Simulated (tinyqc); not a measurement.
# Donor or exciton in a quantum well (variational effective-mass method), step by step

A worked calculation. Computed by tinyqc, a small Python program that keeps every step. Command: `OMP_NUM_THREADS=1 python tinyqc.py 3030303 3030304 out.jsonl welldonor walk`. One thread of a shared host (Intel(R) Xeon(R) Processor @ 2.30GHz), about 0.06 s of CPU time with the checks. Intermediate numbers are printed to about 7 digits and carried at full precision; extremes and crossings named in words are read from the listed rows.

H = -nabla^2 - 2/|r - r_i| + V(z) in effective units; trial function psi = f(z) exp(-|r - r_i|/lambda), f the ground state of the well. Mass and screening are the same in well and barrier; l = L/a* is the width in effective units. Bands are flat: no polarisation or applied field.

Inputs (values chosen for the exercise, for a model semiconductor):
```
quantity                               value  unit
electron mass m                       0.0604   m_0
dielectric constant eps                 10.6     -
well width L                               4    nm
trial radius lambda                     0.45    a*
donor position z_i/L from the centre     0.5     -
```

Centre: donor. Barriers: infinite.

Constants: Ry = 13.605693123 eV; a_0 = 0.529177210903 angstrom; hbar^2/(2 m_0) = 3.80998212 eV angstrom^2.

## Effective units

Ry* = Ry m/eps^2, a* = a_0 eps/m; l = L/a*.

mass used = 0.0604 m_0

Ry* = 7.313847 meV

a* = 9.286885 nm

l = 0.4307149

Caution: so narrow a well has large confinement energy, where non-parabolicity and barrier penetration matter.

## The subband

k = pi/l; f = cos(k z) inside and zero outside; subband energy k^2 Ry*.

k = 7.293902 1/a*

subband energy = 389.1041 meV

## Binding at the trial radius

Binding E_b(lambda) = -1/lambda^2 + 4 A/(lambda B), with A = int f^2 exp(-2 s/lambda) dz, B = int f^2 exp(-2 s/lambda)(1 + 2 s/lambda) dz and s = |z - z_i|; 40 Gauss-Legendre points on each piece between the walls at z = -l/2 and l/2 and z_i.

A = 0.08776559 a*

B = 0.1613839 a*

E_b(lambda) = -0.1042181 Ry*

## Best radius

Golden-section search for the maximum over lambda from 0.3 to 4, 40 steps.

best lambda = 0.9771399 a*

binding in Ry* = 1.844707

binding energy = 13.49191 meV

radius lambda a* = 9.074586 nm

Confinement changes the binding by a factor 1.845 against the bulk value (limits: 4 in two dimensions, 1 inside a wide well, 1/4 on an infinite wall of a wide well).

## Binding against well width

Each row maximises over lambda (golden section, 0.3 to 4).

Against width:
```
L (nm)  lambda (a*)  binding (Ry*)  binding (meV)
0.6        0.609163       3.249802       23.76855
1.2        0.694786       2.801369       20.48878
2.2        0.811295       2.329974       17.04107
4.0        0.977140       1.844707       13.49191
7.2        1.201515       1.399606       10.23650
13.0       1.495610       1.020235        7.46184
```

The binding is largest in the narrowest well, 3.250 Ry* at 0.60 nm, on the way to 4. In the widest well it is 1.020 Ry*. In the narrow rows the confinement energy passes real barrier heights: infinite walls and a parabolic band fail, and with real barriers the binding peaks and falls.

## Binding against position

The formulas are those given above.

Against position:
```
z_i/L  lambda (a*)  binding (Ry*)  binding (meV)
0.0      0.6770364       2.856196       20.88978
0.1      0.6924461       2.775132       20.29689
0.2      0.7379083       2.564525       18.75654
0.3      0.8086387       2.299427       16.81766
0.4      0.8930065       2.048912       14.98543
0.5      0.9771399       1.844707       13.49191
```

From the centre to the wall the binding falls from 20.890 to 13.492 meV, 65 % of the centre value, since the walls keep the electron away from an off-centre ion; uniform doping thus gives a band of levels 7.398 meV wide, with a peak in its density at the centre value, where the slope vanishes.

Checks made by the program: the two-dimensional limit, 4 Ry* (relative difference 2e-03).
